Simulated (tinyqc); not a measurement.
# Level and coupling from the resonance

Inverse problem. One site of energy u is joined by hoppings -tc to two semi-infinite chains with hopping -t, t = 1 eV, and site energy 0. Each gives Sigma = tc^2 (E - i sqrt(4 t^2 - E^2))/(2 t^2) and Gamma = -2 Im Sigma; T(E) = 1 where E - u - 2 Re Sigma = 0. Find tc and u.

energy of full transmission = -0.95811052 eV
Gamma of one lead at that energy = 0.17977032 eV

Solution. Gamma = tc^2 sqrt(4 t^2 - E^2)/t^2 gives tc, and u = E (1 - tc^2/t^2).

tc = 0.320 eV
u = -0.860 eV

Computed by the program tinyqc: `OMP_NUM_THREADS=1 python tinyqc.py 2660128 2660129 out.jsonl`, one thread of a shared Intel Xeon 2.30GHz, about 0.01 s for the whole run.
